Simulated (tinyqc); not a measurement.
Worked calculation: optical transitions of a finite quantum well. Values are carried at full precision from step to step, so a last printed digit may differ when a step is redone from the rounded ones.

Each carrier sees a square well of width L with its own depth V and masses m (inside), mb (outside); c = hbar^2/2m0, k = sqrt(m E/c), kappa = sqrt(mb (V - E)/c), and level n solves k L + 2 atan[(k/m)/(kappa/mb)] = n pi. The envelope is cos(kz) for odd n and sin(kz) for even n inside, joins exp(-kappa (|z| - L/2)) outside, and is normalised to 1. Excitons and band mixing are left out.

Constants: hbar^2/2m0 = 3.80998211 eV angstrom^2; hc = 1239.841984 eV nm; fine-structure constant alpha = 0.007297352564.

Values chosen for the exercise (near those of a GaAs well in AlGaAs; shifted at random, so the results belong to these values and not to a real crystal):
```
symbol  value   unit         meaning
L       99      angstrom     well width
Eg      1.54    eV           gap of the well
Vc      0.316   eV           conduction offset
Vv      0.17    eV           valence offset
me      0.0658  m0           electron, well
meb     0.0994  m0           electron, barrier
mh      0.366   m0           heavy hole along z, well
mhb     0.393   m0           heavy hole, barrier
ml      0.0879  m0           light hole along z, well
mlb     0.1092  m0           light hole, barrier
Ns      0.5     x 1e12/cm^2  electrons in e1
n_r     3.32                 refractive index
G       5       meV          half width of the line
```

## Confinement energies

Up to three levels for each carrier.

Levels:
```
level  E (eV)  k (1/angstrom)  kappa (1/angstrom)
e1     0.0327         0.02375             0.08598
e2     0.1298         0.04734             0.06970
e3     0.2784         0.06934             0.03133
hh1    0.0077         0.02724             0.12938
hh2    0.0307         0.05432             0.11986
hh3    0.0683         0.08098             0.10244
lh1    0.0235         0.02326             0.06481
lh2    0.0909         0.04581             0.04760
```

## Interband transitions

From e1 and e2 to each hole level: E = Eg + E_e + E_h, wavelength hc/E, squared overlap of the envelopes, and the strength |<S|p|v>|^2 in units of P^2 at the subband edge: overlap^2 times 1/2 (hh) or 1/6 (lh) for light polarised in the plane (TE), times 0 (hh) or 2/3 (lh) along z (TM).

Transitions:
```
pair    E (eV)  wavelength (nm)  overlap^2      TE      TM
e1-hh1  1.5804            784.5     0.9859  0.4929  0.0000
e1-lh1  1.5961            776.8     0.9982  0.1664  0.6655
e1-hh2  1.6034            773.3     0.0000  0.0000  0.0000
e1-hh3  1.6409            755.6     0.0086  0.0043  0.0000
e1-lh2  1.6636            745.3     0.0000  0.0000  0.0000
e2-hh1  1.6775            739.1     0.0000  0.0000  0.0000
e2-lh1  1.6932            732.2     0.0000  0.0000  0.0000
e2-hh2  1.7005            729.1     0.9512  0.4756  0.0000
e2-hh3  1.7380            713.4     0.0000  0.0000  0.0000
e2-lh2  1.7607            704.2     0.9868  0.1645  0.6579
```

The edge is e1-hh1 at 785 nm. Pairs of opposite parity vanish exactly; e1-hh3 is allowed by parity and reaches 0.0086, only because the two envelopes leak differently into the barriers.

## Intersubband transitions from e1

z_1j = <1|z|j>; 1/m1 = <1|1/m|1>; f_1j = (m1/c)(E_j - E_1) z_1j^2, which sums to 1 over all bound and continuum states.

Transitions:
```
pair  E (meV)  wavelength (micrometre)  |z| (angstrom)       f
1-2      97.1                    12.77           23.99  0.9738
1-3     245.7                     5.05            0.00  0.0000
```

m1 = 0.0664 m0
sum of f over bound states = 0.9738

The continuum carries the remaining 0.0262. With hard walls z_12 = 16 L/(9 pi^2) = 17.83 angstrom and f_12 = 256/(27 pi^2) = 0.9607.

## Absorption of one well

For light polarised along z (a real waveguide or Brewster geometry adds an angle factor), with all electrons in e1 and none in e2, the peak fractional absorption is 4 pi alpha Ns c f_12/(n_r m1 G) and the area under the Lorentzian line is pi G times that, c = hbar^2/2m0; 1e12/cm^2 = 1e-4/angstrom^2. EF - E1 = 2 pi c Ns/m1 at zero temperature.

peak absorption = 1.544 %
area = 24.25 % meV
EF - E1 = 18.0 meV

EF lies below e2, as assumed.

## Checks

- Sum of f over all levels of a difference grid (60 cells across the well) against 1: 0.999 against 1.000.
- The strength f_12 on that grid against the matched envelopes: 0.973 against 0.974.

tinyqc: `OMP_NUM_THREADS=1 python tinyqc.py 1250809 1250810 out.jsonl`; about 0.3 s, one thread, shared Intel(R) Xeon(R) Processor @ 2.30GHz.
